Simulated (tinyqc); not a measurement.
Changing the cell length L: finite-size error of a charged defect in a periodic cell: Madelung and Makov-Payne terms. Computed by tinyqc, a small Python program. Command: `OMP_NUM_THREADS=1 python tinyqc.py 3027547 3027548 out.jsonl imagecharge sweep`. One thread of a shared host (Intel(R) Xeon(R) Processor @ 2.30GHz), about 0.2 s of CPU time with the checks.

L is the cube root of the cell volume. The defect charge is a Gaussian, rho(r) = q (2 pi sigma^2)^(-3/2) exp(-r^2/2 sigma^2), repeated periodically in a uniform neutralising background and screened by a continuum. The model cell energy is E(L) = E_0 + [periodic - isolated electrostatic energy].

Inputs (values chosen for the exercise, with screening close to that of GaN):
```
quantity                                     value      unit
charge q                                        -1         e
dielectric constant eps                       9.44         -
width sigma of the defect charge              0.86  angstrom
formation energy of the isolated defect E_0  1.645        eV
```

Supercell lattice: sc. Screening: isotropic.

Constants: e^2/(4 pi eps_0) = 14.39964548 eV angstrom.

Method:
- Cell vectors: (1,0,0), (0,1,0), (0,0,1), scaled to volume L^3.
- Ewald sum for a unit point charge: scale each Cartesian component of the cell by 1/sqrt(eps_i), giving R', G' and V'; E = [ (1/2) sum erfc(eta R')/R' + (2 pi/V') sum exp(-G'^2/4 eta^2)/G'^2 - eta/sqrt(pi) - pi/(2 V' eta^2) ] e^2/(4 pi eps_0) / sqrt(eps_x eps_y eps_z), over n_i = -6..6, omitting n = (0,0,0), eta = 2/V'^(1/3). alpha = -2 E eps_g L/(e^2/(4 pi eps_0)), eps_g = (eps_x eps_y eps_z)^(1/3).
- Periodic energy of the Gaussian: (2 pi q^2/V) sum_(G != 0) exp(-sigma^2 G^2)/(G.eps.G) x e^2/(4 pi eps_0), n_i = -k..k with k = max(9, L/sigma rounded up). Isolated energy: q^2/(2 sqrt(pi) sigma) <1/(n.eps.n)> e^2/(4 pi eps_0), the mean over directions n, here 1/eps.

One run for each value:
```
cell length L (angstrom)  finite-size error (eV)  point-charge correction -q^2 E (eV)  E(L) (eV)
6.5                                      -0.3071                               0.3329      1.338
8.1                                      -0.2538                               0.2672      1.391
10.0                                     -0.2093                               0.2164      1.436
13.0                                     -0.1632                               0.1665      1.482
16.0                                     -0.1335                               0.1352      1.511
19.0                                     -0.1129                               0.1139      1.532
24.0                                     -0.0897                               0.0902      1.555
30.0                                     -0.0719                               0.0721      1.573
```

Over the rows, finite-size error (eV) rises from -0.307 to -0.0719 (exponent d ln y / d ln x -0.87 between the first rows and -0.99 between the last); point-charge correction -q^2 E (eV) falls from 0.333 to 0.0721 (exponent d ln y / d ln x about -1.0 throughout); E(L) (eV) rises from 1.34 to 1.57 (exponent d ln y / d ln x 0.18 between the first rows and 0.051 between the last). At the high end the exponent of finite-size error is -0.99, close to -1: the Madelung term rules in large cells. The exponent of point-charge correction -q^2 E stays at -1: the Madelung term goes as 1/L.
